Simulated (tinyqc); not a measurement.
Elastic strain and critical thickness of a cubic alloy layer A(1-x)B(x) on a thick substrate: one step, computed by the program tinyqc.

Strain is positive in tension. The layer is coherent with the substrate unless said otherwise.

Problem. Alloy by Vegard's rule, and misfit. a = (1 - x) a_A + x a_B, the same rule for each C_ij; misfit f = (a_S - a)/a, the in-plane strain of the coherent layer.

Inputs (values chosen for the exercise, modelled on In(1-x)Ga(x)P on GaAs):
```
quantity                        value      unit
fraction x of B                  0.84         -
lattice constant a_A            5.869  angstrom
lattice constant a_B            5.451  angstrom
substrate lattice constant a_S  5.653  angstrom
```

C11, C12, C44 of A (GPa): 102.7  56.91  45.36

C11, C12, C44 of B (GPa): 142.5  61.62  70.15

Give: free lattice constant a; elastic constants; misfit f.

Solution.

free lattice constant a = 5.51788 angstrom

elastic constants (GPa): C11 136.1320, C12 60.8664, C44 66.1836

misfit f = 0.02449

The layer is stretched in the plane by 2.45 %.
